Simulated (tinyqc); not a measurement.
Inside a calculation. Method: empirical pseudopotential in a few plane waves. One step of it, computed by the program tinyqc.

Task: Levels at k. Diagonalise the Hermitian matrix.

H(k) at k (eV):
```
                     +0+0+0               -1-1-1               -1-1+1               -1+1-1
+0+0+0             0.639985   2.097308+1.366136i  -2.097308+1.366136i  -2.097308+1.366136i
-1-1-1   2.097308-1.366136i            12.276077   0.000000-1.306147i   0.000000-1.306147i
-1-1+1  -2.097308-1.366136i   0.000000+1.306147i             9.527394             0.299325
-1+1-1  -2.097308-1.366136i   0.000000+1.306147i             0.299325            13.009059
-1+1+1  -2.097308+1.366136i            -0.299325   0.000000+1.306147i   0.000000+1.306147i
+1-1-1  -2.097308-1.366136i   0.000000+1.306147i             0.299325             0.299325
+1-1+1  -2.097308+1.366136i            -0.299325   0.000000+1.306147i             0.000000
+1+1-1  -2.097308+1.366136i            -0.299325             0.000000   0.000000+1.306147i
+1+1+1   2.097308+1.366136i             0.000000            -0.299325            -0.299325
-2+0+0   0.000000-1.306147i  -2.097308+1.366136i  -2.097308-1.366136i  -2.097308-1.366136i
+0-2+0   0.000000-1.306147i  -2.097308+1.366136i  -2.097308-1.366136i   0.394448-0.192414i
+0+0-2   0.000000-1.306147i  -2.097308+1.366136i   0.394448-0.192414i  -2.097308-1.366136i
+0+0+2   0.000000+1.306147i  -0.394448-0.192414i   2.097308+1.366136i  -0.394448+0.192414i
+0+2+0   0.000000+1.306147i  -0.394448-0.192414i  -0.394448+0.192414i   2.097308+1.366136i
+2+0+0   0.000000+1.306147i  -0.394448-0.192414i  -0.394448+0.192414i  -0.394448+0.192414i

                     -1+1+1               +1-1-1               +1-1+1               +1+1-1
+0+0+0  -2.097308-1.366136i  -2.097308+1.366136i  -2.097308-1.366136i  -2.097308-1.366136i
-1-1-1            -0.299325   0.000000-1.306147i            -0.299325            -0.299325
-1-1+1   0.000000-1.306147i             0.299325   0.000000-1.306147i             0.000000
-1+1-1   0.000000-1.306147i             0.299325             0.000000   0.000000-1.306147i
-1+1+1            10.260376             0.000000             0.299325             0.299325
+1-1-1             0.000000            18.506425   0.000000-1.306147i   0.000000-1.306147i
+1-1+1             0.299325   0.000000+1.306147i            15.757742             0.299325
+1+1-1             0.299325   0.000000+1.306147i             0.299325            19.239407
+1+1+1   0.000000+1.306147i            -0.299325   0.000000+1.306147i   0.000000+1.306147i
-2+0+0   2.097308-1.366136i   0.394448-0.192414i  -0.394448-0.192414i  -0.394448-0.192414i
+0-2+0  -0.394448-0.192414i  -2.097308-1.366136i   2.097308-1.366136i  -0.394448-0.192414i
+0+0-2  -0.394448-0.192414i  -2.097308-1.366136i  -0.394448-0.192414i   2.097308-1.366136i
+0+0+2  -2.097308+1.366136i  -0.394448+0.192414i  -2.097308+1.366136i   0.394448+0.192414i
+0+2+0  -2.097308+1.366136i  -0.394448+0.192414i   0.394448+0.192414i  -2.097308+1.366136i
+2+0+0   0.394448+0.192414i   2.097308+1.366136i  -2.097308+1.366136i  -2.097308+1.366136i

                     +1+1+1               -2+0+0               +0-2+0               +0+0-2
+0+0+0   2.097308-1.366136i   0.000000+1.306147i   0.000000+1.306147i   0.000000+1.306147i
-1-1-1             0.000000  -2.097308-1.366136i  -2.097308-1.366136i  -2.097308-1.366136i
-1-1+1            -0.299325  -2.097308+1.366136i  -2.097308+1.366136i   0.394448+0.192414i
-1+1-1            -0.299325  -2.097308+1.366136i   0.394448+0.192414i  -2.097308+1.366136i
-1+1+1   0.000000-1.306147i   2.097308+1.366136i  -0.394448+0.192414i  -0.394448+0.192414i
+1-1-1            -0.299325   0.394448+0.192414i  -2.097308+1.366136i  -2.097308+1.366136i
+1-1+1   0.000000-1.306147i  -0.394448+0.192414i   2.097308+1.366136i  -0.394448+0.192414i
+1+1-1   0.000000-1.306147i  -0.394448+0.192414i  -0.394448+0.192414i   2.097308+1.366136i
+1+1+1            16.490724  -0.394448-0.192414i  -0.394448-0.192414i  -0.394448-0.192414i
-2+0+0  -0.394448+0.192414i            12.734191             0.299325             0.299325
+0-2+0  -0.394448+0.192414i             0.299325            18.231557             0.299325
+0+0-2  -0.394448+0.192414i             0.299325             0.299325            21.713222
+0+0+2  -2.097308-1.366136i            -0.299325            -0.299325             0.000000
+0+2+0  -2.097308-1.366136i            -0.299325             0.000000            -0.299325
+2+0+0  -2.097308-1.366136i             0.000000            -0.299325            -0.299325

                     +0+0+2               +0+2+0               +2+0+0
+0+0+0   0.000000-1.306147i   0.000000-1.306147i   0.000000-1.306147i
-1-1-1  -0.394448+0.192414i  -0.394448+0.192414i  -0.394448+0.192414i
-1-1+1   2.097308-1.366136i  -0.394448-0.192414i  -0.394448-0.192414i
-1+1-1  -0.394448-0.192414i   2.097308-1.366136i  -0.394448-0.192414i
-1+1+1  -2.097308-1.366136i  -2.097308-1.366136i   0.394448-0.192414i
+1-1-1  -0.394448-0.192414i  -0.394448-0.192414i   2.097308-1.366136i
+1-1+1  -2.097308-1.366136i   0.394448-0.192414i  -2.097308-1.366136i
+1+1-1   0.394448-0.192414i  -2.097308-1.366136i  -2.097308-1.366136i
+1+1+1  -2.097308+1.366136i  -2.097308+1.366136i  -2.097308+1.366136i
-2+0+0            -0.299325            -0.299325             0.000000
+0-2+0            -0.299325             0.000000            -0.299325
+0+0-2             0.000000            -0.299325            -0.299325
+0+0+2            16.215856             0.299325             0.299325
+0+2+0             0.299325            19.697521             0.299325
+2+0+0             0.299325             0.299325            25.194887
```

Give: eigenvalues.

Result:

eigenvalues (eV): [-4.875, 6.976, 8.298, 8.671, 12.940, 13.806, 15.348, 15.627, 16.504, 18.171, 20.753, 21.752, 23.001, 24.268, 28.253]
